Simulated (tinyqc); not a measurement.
Inside a calculation. Method: UHF in the 3-21g basis, for H2, spin multiplicity 1. Computed by tinyqc, a small Python program that keeps every step (integrals from PySCF). Settings: charge = 0, multiplicity = 1, basis = 3-21g, energy threshold = 1e-08, iteration cap = 67, orthogonalisation = symmetric, start = core, DIIS depth = 6, DIIS from iteration = 2, method = UHF, break = 0.2. Command: `OMP_NUM_THREADS=1 python tinyqc.py 28230 28231 out.jsonl` (the two numbers bound the seeds that draw the settings). One thread of a shared host (Intel(R) Xeon(R) Processor @ 2.60GHz), about 0.09 s of CPU time with the checks. Later iterations appear only in the table of the cycle.

## One-electron integrals

Geometry (angstrom):
```
atom,x,y,z
H,0.000000,0.000000,0.000000
H,0.000000,0.000000,0.911000
```

Basis 3-21g: exponents (1/bohr^2) and contraction coefficients of normalised primitives:
```
element,l (shell),exponent,coefficient
H,s (1),5.447178,0.156285
H,s (1),0.824547,0.904691
H,s (2),0.183192,1.000000
```

Overlap, kinetic and nuclear-attraction integrals over the contracted functions; the nuclear repulsion is the sum of Za Zb / Rab.

nuclear repulsion = 0.58087509 hartree

overlap S:
```
,1H 1s,1H 2s,2H 1s,2H 2s
1H 1s,1.000000,0.645899,0.260008,0.412577
1H 2s,0.645899,1.000000,0.412577,0.762263
2H 1s,0.260008,0.412577,1.000000,0.645899
2H 2s,0.412577,0.762263,0.645899,1.000000
```

kinetic energy T (hartree):
```
,1H 1s,1H 2s,2H 1s,2H 2s
1H 1s,1.549405,0.293152,0.038271,0.131147
1H 2s,0.293152,0.274788,0.131147,0.171554
2H 1s,0.038271,0.131147,1.549405,0.293152
2H 2s,0.131147,0.171554,0.293152,0.274788
```

nuclear attraction V (hartree):
```
,1H 1s,1H 2s,2H 1s,2H 2s
1H 1s,-2.300952,-1.152679,-0.554851,-0.761048
1H 2s,-1.152679,-1.182225,-0.761048,-0.954239
2H 1s,-0.554851,-0.761048,-2.300952,-1.152679
2H 2s,-0.761048,-0.954239,-1.152679,-1.182225
```

core Hamiltonian H = T + V (hartree):
```
,1H 1s,1H 2s,2H 1s,2H 2s
1H 1s,-0.751547,-0.859527,-0.516580,-0.629901
1H 2s,-0.859527,-0.907437,-0.629901,-0.782686
2H 1s,-0.516580,-0.629901,-0.751547,-0.859527
2H 2s,-0.629901,-0.782686,-0.859527,-0.907437
```

## Two-electron integrals

Functions are numbered as in S; the eight-fold symmetry (ij|kl) = (ji|kl) = (kl|ij) leaves the list below.

Two-electron integrals (ij|kl) in chemists' order, unique and non-zero (hartree):
```
i,j,k,l,(ij|kl)
1,1,1,1,1.140145
2,1,1,1,0.611403
2,1,2,1,0.345152
2,2,1,1,0.626370
2,2,2,1,0.380329
2,2,2,2,0.482957
3,1,1,1,0.229501
3,1,2,1,0.132199
3,1,2,2,0.149835
3,1,3,1,0.070039
3,2,1,1,0.261229
3,2,2,1,0.160078
3,2,2,2,0.204591
3,2,3,1,0.091393
3,2,3,2,0.140181
3,3,1,1,0.569458
3,3,2,1,0.357839
3,3,2,2,0.478134
3,3,3,1,0.229501
3,3,3,2,0.381887
3,3,3,3,1.140145
4,1,1,1,0.381887
4,1,2,1,0.216684
4,1,2,2,0.240815
4,1,3,1,0.091393
4,1,3,2,0.113449
4,1,3,3,0.261229
4,1,4,1,0.140181
4,2,1,1,0.443408
4,2,2,1,0.271498
4,2,2,2,0.352141
4,2,3,1,0.122684
4,2,3,2,0.179809
4,2,3,3,0.443408
4,2,4,1,0.179809
4,2,4,2,0.280620
4,3,1,1,0.357839
4,3,2,1,0.223442
4,3,2,2,0.298572
4,3,3,1,0.132199
4,3,3,2,0.216684
4,3,3,3,0.611403
4,3,4,1,0.160078
4,3,4,2,0.271498
4,3,4,3,0.345152
4,4,1,1,0.478134
4,4,2,1,0.298572
4,4,2,2,0.408128
4,4,3,1,0.149835
4,4,3,2,0.240815
4,4,3,3,0.626370
4,4,4,1,0.204591
4,4,4,2,0.352141
4,4,4,3,0.380329
4,4,4,4,0.482957
```

## Orthogonalisation

S = U s U^T; symmetric (Loewdin) form X = U s^(-1/2) U^T, so that X^T S X = 1.

eigenvalues of S: 0.146076  0.423276  0.831653  2.598995

X:
```
,1H 1s,1H 2s,2H 1s,2H 2s
1H 1s,1.242123,-0.481630,-0.057636,0.035632
1H 2s,-0.481630,1.693045,0.035632,-0.720188
2H 1s,-0.057636,0.035632,1.242123,-0.481630
2H 2s,0.035632,-0.720188,-0.481630,1.693045
```

## Starting guess

The start is the orbitals of the core Hamiltonian, with HOMO and LUMO mixed by +/-0.2 rad for the two spins; D(s) = C_occ C_occ^T for each spin.

D(alpha) at the start:
```
,1H 1s,1H 2s,2H 1s,2H 2s
1H 1s,0.180318,0.197860,0.122101,0.025674
1H 2s,0.197860,0.217109,0.133980,0.028172
2H 1s,0.122101,0.133980,0.082680,0.017385
2H 2s,0.025674,0.028172,0.017385,0.003656
```

D(beta) at the start:
```
,1H 1s,1H 2s,2H 1s,2H 2s
1H 1s,0.082680,0.017385,0.122101,0.133980
1H 2s,0.017385,0.003656,0.025674,0.028172
2H 1s,0.122101,0.025674,0.180318,0.197860
2H 2s,0.133980,0.028172,0.197860,0.217109
```

## Iteration 1: building the Fock matrix

J_ij = sum D_kl (ij|kl) with D = D(alpha) + D(beta), K_ij = sum D_kl (ik|jl) for each spin; F = H + J - K(s); E = tr D H + tr D J / 2 - 0.5 sum_s tr D(s) K(s) + E_nn.

Coulomb J (hartree):
```
,1H 1s,1H 2s,2H 1s,2H 2s
1H 1s,1.478117,0.865026,0.407091,0.575547
1H 2s,0.865026,1.034548,0.575547,0.828838
2H 1s,0.407091,0.575547,1.478117,0.865026
2H 2s,0.575547,0.828838,0.865026,1.034548
```

exchange K(alpha) (hartree):
```
,1H 1s,1H 2s,2H 1s,2H 2s
1H 1s,0.655237,0.518305,0.339678,0.406056
1H 2s,0.518305,0.464160,0.333676,0.381915
2H 1s,0.339678,0.333676,0.373390,0.329937
2H 2s,0.406056,0.381915,0.329937,0.343072
```

exchange K(beta) (hartree):
```
,1H 1s,1H 2s,2H 1s,2H 2s
1H 1s,0.373390,0.329937,0.339678,0.333676
1H 2s,0.329937,0.343072,0.406056,0.381915
2H 1s,0.339678,0.406056,0.655237,0.518305
2H 2s,0.333676,0.381915,0.518305,0.464160
```

F(alpha) (hartree):
```
,1H 1s,1H 2s,2H 1s,2H 2s
1H 1s,0.071333,-0.512806,-0.449166,-0.460410
1H 2s,-0.512806,-0.337049,-0.388030,-0.335763
2H 1s,-0.449166,-0.388030,0.353180,-0.324438
2H 2s,-0.460410,-0.335763,-0.324438,-0.215961
```

F(beta) (hartree):
```
,1H 1s,1H 2s,2H 1s,2H 2s
1H 1s,0.353180,-0.324438,-0.449166,-0.388030
1H 2s,-0.324438,-0.215961,-0.460410,-0.335763
2H 1s,-0.449166,-0.460410,0.071333,-0.512806
2H 2s,-0.388030,-0.335763,-0.512806,-0.337049
```

total energy of this density = -1.06084715 hartree

## Iteration 1: diagonalisation and new density

Diagonalise F' = X^T F X, C = X C', fill 1 alpha and 1 beta electrons from the bottom; D(s) = C_occ C_occ^T. Each column has its largest component positive (the first on a tie).

F' = X^T F X (alpha) (hartree):
```
,1,2,3,4
1,0.661209,-0.679049,-0.344691,-0.135105
2,-0.679049,0.259821,-0.113374,-0.201647
3,-0.344691,-0.113374,0.900844,-0.568629
4,-0.135105,-0.201647,-0.568629,0.353072
```

orbital energies (alpha) (hartree): MO1 -0.517474, MO2 0.246950, MO3 1.032984, MO4 1.412486

coefficients C (alpha):
```
,MO1,MO2,MO3,MO4
1H 1s,0.338187,-0.105618,0.950673,0.866096
1H 2s,0.489040,-1.228342,-0.851995,-1.069780
2H 1s,0.218274,0.129018,0.736527,-1.082896
2H 2s,0.174660,1.383865,-0.493456,1.195500
```

F' = X^T F X (beta) (hartree):
```
,1,2,3,4
1,0.900844,-0.568629,-0.344691,-0.113374
2,-0.568629,0.353072,-0.135105,-0.201647
3,-0.344691,-0.135105,0.661209,-0.679049
4,-0.113374,-0.201647,-0.679049,0.259821
```

orbital energies (beta) (hartree): MO1 -0.517474, MO2 0.246950, MO3 1.032984, MO4 1.412486

coefficients C (beta):
```
,MO1,MO2,MO3,MO4
1H 1s,0.218274,0.129018,0.736527,-1.082896
1H 2s,0.174660,1.383865,-0.493456,1.195500
2H 1s,0.338187,-0.105618,0.950673,0.866096
2H 2s,0.489040,-1.228342,-0.851995,-1.069780
```

D(alpha) after iteration 1:
```
,1H 1s,1H 2s,2H 1s,2H 2s
1H 1s,0.114370,0.165387,0.073817,0.059068
1H 2s,0.165387,0.239160,0.106745,0.085416
2H 1s,0.073817,0.106745,0.047644,0.038124
2H 2s,0.059068,0.085416,0.038124,0.030506
```

D(beta) after iteration 1:
```
,1H 1s,1H 2s,2H 1s,2H 2s
1H 1s,0.047644,0.038124,0.073817,0.106745
1H 2s,0.038124,0.030506,0.059068,0.085416
2H 1s,0.073817,0.059068,0.114370,0.165387
2H 2s,0.106745,0.085416,0.165387,0.239160
```

## Iteration 2: building the Fock matrix

As before.

Coulomb J (hartree):
```
,1H 1s,1H 2s,2H 1s,2H 2s
1H 1s,1.401863,0.828276,0.386004,0.550185
1H 2s,0.828276,1.007831,0.550185,0.805969
2H 1s,0.386004,0.550185,1.401863,0.828276
2H 2s,0.550185,0.805969,0.828276,1.007831
```

exchange K(alpha) (hartree):
```
,1H 1s,1H 2s,2H 1s,2H 2s
1H 1s,0.573999,0.485278,0.310887,0.389625
1H 2s,0.485278,0.469273,0.327416,0.397347
2H 1s,0.310887,0.327416,0.351280,0.331848
2H 2s,0.389625,0.397347,0.331848,0.368720
```

exchange K(beta) (hartree):
```
,1H 1s,1H 2s,2H 1s,2H 2s
1H 1s,0.351280,0.331848,0.310887,0.327416
1H 2s,0.331848,0.368720,0.389625,0.397347
2H 1s,0.310887,0.389625,0.573999,0.485278
2H 2s,0.327416,0.397347,0.485278,0.469273
```

F(alpha) (hartree):
```
,1H 1s,1H 2s,2H 1s,2H 2s
1H 1s,0.076317,-0.516529,-0.441463,-0.469342
1H 2s,-0.516529,-0.368880,-0.407133,-0.374064
2H 1s,-0.441463,-0.407133,0.299036,-0.363098
2H 2s,-0.469342,-0.374064,-0.363098,-0.268327
```

F(beta) (hartree):
```
,1H 1s,1H 2s,2H 1s,2H 2s
1H 1s,0.299036,-0.363098,-0.441463,-0.407133
1H 2s,-0.363098,-0.268327,-0.469342,-0.374064
2H 1s,-0.441463,-0.469342,0.076317,-0.516529
2H 2s,-0.407133,-0.374064,-0.516529,-0.368880
```

total energy of this density = -1.09771210 hartree

## Iteration 2: diagonalisation and new density

As before.

F' = X^T F X (alpha) (hartree):
```
,1,2,3,4
1,0.664242,-0.669671,-0.322973,-0.139186
2,-0.669671,0.235200,-0.115090,-0.219677
3,-0.322973,-0.115090,0.849432,-0.579760
4,-0.139186,-0.219677,-0.579760,0.315957
```

orbital energies (alpha) (hartree): MO1 -0.544574, MO2 0.222125, MO3 1.017594, MO4 1.369686

coefficients C (alpha):
```
,MO1,MO2,MO3,MO4
1H 1s,0.315369,-0.119241,0.937151,0.887411
1H 2s,0.469736,-1.235562,-0.808640,-1.103244
2H 1s,0.216635,0.144535,0.762657,-1.062996
2H 2s,0.218426,1.356010,-0.530169,1.204475
```

F' = X^T F X (beta) (hartree):
```
,1,2,3,4
1,0.849432,-0.579760,-0.322973,-0.115090
2,-0.579760,0.315957,-0.139186,-0.219677
3,-0.322973,-0.139186,0.664242,-0.669671
4,-0.115090,-0.219677,-0.669671,0.235200
```

orbital energies (beta) (hartree): MO1 -0.544574, MO2 0.222125, MO3 1.017594, MO4 1.369686

coefficients C (beta):
```
,MO1,MO2,MO3,MO4
1H 1s,0.216635,0.144535,0.762657,-1.062996
1H 2s,0.218426,1.356010,-0.530169,1.204475
2H 1s,0.315369,-0.119241,0.937151,0.887411
2H 2s,0.469736,-1.235562,-0.808640,-1.103244
```

D(alpha) after iteration 2:
```
,1H 1s,1H 2s,2H 1s,2H 2s
1H 1s,0.099458,0.148140,0.068320,0.068885
1H 2s,0.148140,0.220651,0.101761,0.102602
2H 1s,0.068320,0.101761,0.046931,0.047319
2H 2s,0.068885,0.102602,0.047319,0.047710
```

D(beta) after iteration 2:
```
,1H 1s,1H 2s,2H 1s,2H 2s
1H 1s,0.046931,0.047319,0.068320,0.101761
1H 2s,0.047319,0.047710,0.068885,0.102602
2H 1s,0.068320,0.068885,0.099458,0.148140
2H 2s,0.101761,0.102602,0.148140,0.220651
```

## Iteration 8 (converged): orbitals

converged F(alpha) (hartree):
```
,1H 1s,1H 2s,2H 1s,2H 2s
1H 1s,0.182092,-0.447214,-0.446936,-0.447101
1H 2s,-0.447214,-0.331937,-0.447102,-0.388066
2H 1s,-0.446936,-0.447102,0.182090,-0.447216
2H 2s,-0.447101,-0.388066,-0.447216,-0.331938
```

converged F(beta) (hartree):
```
,1H 1s,1H 2s,2H 1s,2H 2s
1H 1s,0.182090,-0.447216,-0.446936,-0.447102
1H 2s,-0.447216,-0.331938,-0.447101,-0.388066
2H 1s,-0.446936,-0.447101,0.182092,-0.447214
2H 2s,-0.447102,-0.388066,-0.447214,-0.331937
```

As before.

F' = X^T F X (alpha) (hartree):
```
,1,2,3,4
1,0.753964,-0.624741,-0.323868,-0.131388
2,-0.624741,0.268701,-0.131388,-0.226757
3,-0.323868,-0.131388,0.753963,-0.624742
4,-0.131388,-0.226757,-0.624742,0.268700
```

orbital energies (alpha) (hartree): MO1 -0.544619, MO2 0.213768, MO3 1.016658, MO4 1.359521

coefficients C (alpha):
```
,MO1,MO2,MO3,MO4
1H 1s,0.264190,0.138078,0.855081,-0.979491
1H 2s,0.350239,1.300518,-0.670830,1.163736
2H 1s,0.264191,-0.138078,0.855082,0.979489
2H 2s,0.350242,-1.300517,-0.670832,-1.163735
```

F' = X^T F X (beta) (hartree):
```
,1,2,3,4
1,0.753963,-0.624742,-0.323868,-0.131388
2,-0.624742,0.268700,-0.131388,-0.226757
3,-0.323868,-0.131388,0.753964,-0.624741
4,-0.131388,-0.226757,-0.624741,0.268701
```

orbital energies (beta) (hartree): MO1 -0.544619, MO2 0.213768, MO3 1.016658, MO4 1.359521

coefficients C (beta):
```
,MO1,MO2,MO3,MO4
1H 1s,0.264191,-0.138078,0.855082,0.979489
1H 2s,0.350242,-1.300517,-0.670832,-1.163735
2H 1s,0.264190,0.138078,0.855081,-0.979491
2H 2s,0.350239,1.300518,-0.670830,1.163736
```

D(alpha) after iteration 8:
```
,1H 1s,1H 2s,2H 1s,2H 2s
1H 1s,0.069796,0.092530,0.069797,0.092530
1H 2s,0.092530,0.122668,0.092530,0.122668
2H 1s,0.069797,0.092530,0.069797,0.092531
2H 2s,0.092530,0.122668,0.092531,0.122669
```

D(beta) after iteration 8:
```
,1H 1s,1H 2s,2H 1s,2H 2s
1H 1s,0.069797,0.092531,0.069797,0.092530
1H 2s,0.092531,0.122669,0.092530,0.122668
2H 1s,0.069797,0.092530,0.069796,0.092530
2H 2s,0.092530,0.122668,0.092530,0.122668
```

## Convergence

Stop when the energy changes by less than 1e-08 hartree and every element of the error matrix X^T (F D S - S D F) X (for each spin) is below 3e-05.

Course of the cycle:
```
iteration,E (hartree),change,largest element of the error matrix
1,-1.06084715,-,8.48e-02
2,-1.09771210,-3.69e-02,2.40e-02
3,-1.10142677,-3.71e-03,1.22e-02
4,-1.10393758,-2.51e-03,8.50e-03
5,-1.10666940,-2.73e-03,6.19e-04
6,-1.10668245,-1.31e-05,3.58e-05
7,-1.10668248,-3.51e-08,5.04e-06
8,-1.10668248,-9.37e-10,1.09e-07
```

PySCF UHF in the same basis, after a stability check = -1.10668248 hartree

Converged in 8 iterations.

## Populations, bond orders and dipole

Mulliken: Z minus the diagonal of D S on the atom; Loewdin: the same with S^(1/2) D S^(1/2); Mayer order: 2 sum_s sum (D(s) S)_ij (D(s) S)_ji over the two atoms.

Charges (e):
```
atom,Mulliken,Loewdin,Mulliken spin
1H,0,0,-3.11e-06
2H,0,0,3.11e-06
```

Mayer bond orders:
```
pair,order
2-1,1.000000
```

dipole moment about the origin, x y z (debye): 0.000000  0.000000  0.000000

<S^2> of the determinant (pure state: 0) = 0
